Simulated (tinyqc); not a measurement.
Illuminated p-n diode, drift-diffusion by the Gummel loop with Scharfetter-Gummel fluxes: current against voltage in the dark.

Abrupt junction at x = 0, p side from -Lp, n side to Ln, ohmic contacts. psi is counted from the intrinsic level; n = ni exp((psi - phin)/Vt), p = ni exp((phip - psi)/Vt). Contacts: p side psi = V - Vt ln(Na/ni), p = Na, n = ni^2/Na; n side psi = Vt ln(Nd/ni), n = Nd, p = ni^2/Nd. Constant mobilities, D = mu Vt, Boltzmann statistics, SRH recombination through a mid-gap level, U = (n p - ni^2)/(tp (n + ni) + tn (p + ni)). Current is positive from the p contact to the n contact.

ni = sqrt(Nc Nv) exp(-Eg/(2 Vt)), Eg in volts. Poisson and both continuity equations are solved self-consistently with Scharfetter-Gummel fluxes on a graded mesh of 500 nodes. J_scr is q times the integral of U between -xp and xn. Ideal diffusion current J_id = q ni^2 [Dn coth(wp/Le)/(Le Na) + Dp coth(wn/Lh)/(Lh Nd)] (exp(V/Vt) - 1), Le = sqrt(Dn tn), Lh = sqrt(Dp tp), wp = Lp - xp, wn = Ln - xn, with xp and xn from the depletion approximation (W = sqrt(2 eps0 eps_r (Vbi - V)(1/Na + 1/Nd)/q), xp = W Nd/(Na + Nd), xn = W Na/(Na + Nd), Vbi = Vt ln(Na Nd/ni^2)). Ideality factor = 0.004 V/(Vt ln[J(V + 0.004 V)/J(V)]). Here G = 0.

Values chosen for this exercise; band and dielectric values close to those of gallium arsenide:
- T = 300 K (temperature)
- Eg = 1.44 eV (band gap)
- eps_r = 12.9 (relative permittivity)
- Nc = 4.37e17 cm^-3 (conduction-band density of states at T)
- Nv = 9.14e18 cm^-3 (valence-band density of states at T)
- Na = 5.2e17 cm^-3 (acceptor density of the p side)
- Nd = 5.4e16 cm^-3 (donor density of the n side)
- mun = 3500 cm^2/(V s) (electron mobility)
- mup = 230 cm^2/(V s) (hole mobility)
- tn = 3e-9 s (SRH lifetime of electrons)
- tp = 3e-9 s (SRH lifetime of holes)
- Lp = 1 um (length of the p side)
- Ln = 3.6 um (length of the n side)
- G = 0 cm^-3 s^-1 (uniform generation rate)

Constants: q = 1.602176634e-19 C, kB = 1.380649e-23 J/K, Vt = kB T/q, eps0 = 8.8541878128e-14 F/cm where lengths are in cm. Results are converted to the units shown.

Current against voltage in the dark:
```
V (V),J (A/cm^2),ideality factor,J_scr/J (%),J_id (A/cm^2),share recombining at the contacts (%),larger minority/doping at -xp and xn
0.26,6.28e-9,1.94,100,2.52e-14,2.88e-4,3.34e-17
0.38,6.88e-8,1.94,100,2.62e-12,0.00273,3.44e-15
0.5,7.60e-7,1.93,100,2.71e-10,0.0256,3.54e-13
0.61,6.98e-6,1.91,99.7,1.91e-8,0.196,2.47e-11
0.73,8.18e-5,1.85,97.6,1.98e-6,1.73,2.53e-9
0.84,9.13e-4,1.63,84.7,1.39e-4,10.9,1.76e-7
0.96,0.0243,1.21,40.7,0.0144,42.3,1.78e-5
1.08,1.64,1.04,8.91,1.50,65.0,0.00174
1.19,99.9,1.07,1.69,105,71.8,0.0944
```

What does the table show?

J rises from 6.28e-9 to 99.9 A/cm^2; the ideality factor goes from 1.94 through a minimum of 1.04 (at V = 1.08 V among the rows listed) to 1.07. Recombination in the depleted layer carries over half of the current up to V = 0.84 V, where the factor is 1.63; it grows roughly as exp(V/2 Vt), so diffusion overtakes it. Where the factor is lowest (V = 1.08 V), J is 9.5 % above the ideal diffusion current.

Program tinyqc, `OMP_NUM_THREADS=1 python tinyqc.py 2240093 2240094 out.jsonl`; Intel Xeon 2.30GHz, shared host, one thread, about 0.7 s.
